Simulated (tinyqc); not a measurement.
Comparisons within one model: propagation of a band-gap error through k.p and effective-mass formulas. A value that a table varies takes the place of the one given here.

Chain, for a gap E (the reference Eg or another value), with Ep and Dso kept: 1/me = 1 + Ep (E + 2 Dso/3)/(E (E + Dso)); g* = 2 - 2 Ep Dso/(3 E (E + Dso)); g1(E) = g1 + (Ep/3)(1/E - 1/Eg), g2(E) = g2 + (Ep/6)(1/E - 1/Eg), light hole 1/(g1 + 2 g2), heavy hole 1/(g1 - 2 g2) along [100]; optical constant ei(E) = 1 + (ei - 1)(EP/(EP + E - Eg))^2, static e0(E) = ei(E) + e0 - ei.

Donor: R = Ry me/e0^2, a_B = a0 e0/me, Mott density (0.26/a_B)^3. Nc, Nv = 2 (m kT/(4 pi c))^(3/2), c = hbar^2/2m0, ni = sqrt(Nc Nv) exp(-E/2kT). Exciton: Ry mu/e0^2 with 1/mu = 1/me + g1(E). 1 angstrom^-3 = 1e24 cm^-3.

Constants: Ry = 13.60569312 eV; a0 (Bohr radius) = 0.5291772105 angstrom; kB = 8.617333262e-05 eV/K; hbar^2/2m0 = 3.80998211 eV angstrom^2.

Values chosen for the exercise (reference values near those of InAs, gap at low temperature; not measured data): Eg = 0.413 eV (gap at Gamma to the s-like level); Dso = 0.387 eV (spin-orbit splitting); Ep = 21.7 eV (Kane energy); g1 = 20 (Luttinger gamma1); g2 = 8.52 (gamma2); e0 = 15.24 (static dielectric constant); ei = 12.12 (optical dielectric constant); EP = 4.5 eV (mean (Penn) gap); mh = 0.51 m0 (density-of-states mass of the holes); T = 77 K (temperature); Eg2 = 0.169 eV (a wrong gap).

## The size of the error

E = f Eg; ratios against f = 1.

Results:
```
f     E (eV)  me ratio  light-hole ratio  e0 ratio  donor ratio  Mott ratio        g*  log10 ni ratio
0.25   0.103     0.289             0.261     1.112        0.234      0.0176  -108.604            9.73
0.40   0.165     0.443             0.413     1.088        0.375      0.0677   -59.372            7.84
0.60   0.248     0.637             0.613     1.057        0.570       0.219   -33.591            5.26
0.80   0.330     0.821             0.809     1.028        0.778       0.511   -21.620            2.64
1.00   0.413     1.000             1.000     1.000        1.000        1.00   -14.945            0.00
1.20   0.496     1.174             1.187     0.974        1.238        1.75   -10.799           -2.65
1.50   0.620     1.429             1.460     0.937        1.626        3.54    -6.979           -6.64
2.00   0.826     1.841             1.897     0.882        2.364        9.08    -3.588          -13.32
```

What can be read from the table?

Between f = 0.8 and 1.2 the mean powers d ln(ratio)/d ln f are 0.88 for me, 0.95 for the light hole, -0.13 for e0, 1.15 for the donor energy and 3.04 for the Mott density; ni moves by -3.20 decades per 0.1 eV, against -0.1 eV/(2 kT ln 10) = -3.27 from the exponential alone, the rest coming from Nc through me^(3/4). g* keeps its sign, from -108.60 to -3.59.

## What each input does

All at E = Eg2. Each row changes one parameter from the base and keeps the others.

Results:
```
case            me (m0)  light hole (m0)     e0  donor (meV)  exciton (meV)  log10 ni
base             0.0100           0.0114  16.55        0.499          0.343    11.265
Eg2 = 0.155 eV   0.0093           0.0105  16.63        0.457          0.314    11.698
Dso = 0.356 eV   0.0100           0.0114  16.55        0.495          0.341    11.262
Ep = 23.436 eV   0.0093           0.0109  16.55        0.462          0.321    11.240
g1 = 21.6        0.0100           0.0112  16.55        0.499          0.339    11.265
EP = 4.86 eV     0.0100           0.0114  16.45        0.505          0.347    11.265
ei = 11.15       0.0100           0.0114  16.44        0.506          0.348    11.265
mh = 0.469 m0    0.0100           0.0114  16.55        0.499          0.343    11.238
T = 70.84 K      0.0100           0.0114  16.55        0.499          0.343    10.730
```

How do the results move?

The largest shifts from the base row, up to three for each result and ties (the steps differ in size, so this ranks the rows, not the parameters). me (m0): Eg2 -0.0008, Ep -0.0007; unchanged at the printed digits by Dso, g1, EP, ei, mh and T. light hole (m0): Eg2 -0.0009, Ep -0.0005, g1 -0.0002; unchanged at the printed digits by Dso, EP, ei, mh and T. e0: ei -0.11, EP -0.10, Eg2 +0.08; unchanged at the printed digits by Dso, Ep, g1, mh and T. donor (meV): Eg2 -0.042, Ep -0.037, ei +0.007; unchanged at the printed digits by g1, mh and T. exciton (meV): Eg2 -0.029, Ep -0.022, ei +0.005; unchanged at the printed digits by mh and T. log10 ni: T -0.535, Eg2 +0.433, mh -0.027; unchanged at the printed digits by g1, EP and ei.

Run: tinyqc, `OMP_NUM_THREADS=1 python tinyqc.py 1850957 1850958 out.jsonl`; Intel(R) Xeon(R) Processor @ 2.30GHz, one thread, shared host; about 0.01 s of CPU time with all checks.
